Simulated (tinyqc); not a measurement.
Worked calculation: UHF in the 3-21g basis, for H-, spin multiplicity 1. The basis has no diffuse functions, so it cannot describe the extra electron: this is an exercise in the method, not the real anion. One step of it, computed by the program tinyqc.

Problem. Iteration 2: DIIS coefficients. Solve [B -1; -1 0][c; lambda] = [0; -1] for the coefficients, which sum to one.

B (overlaps of the stored error matrices):
$$\begin{pmatrix}
2.0792819e-01 & 6.3344975e-02 \\
6.3344975e-02 & 2.6458938e-02
\end{pmatrix}$$

Give: DIIS coefficients.

Solution.

DIIS coefficients: [-0.3425, 1.3425]
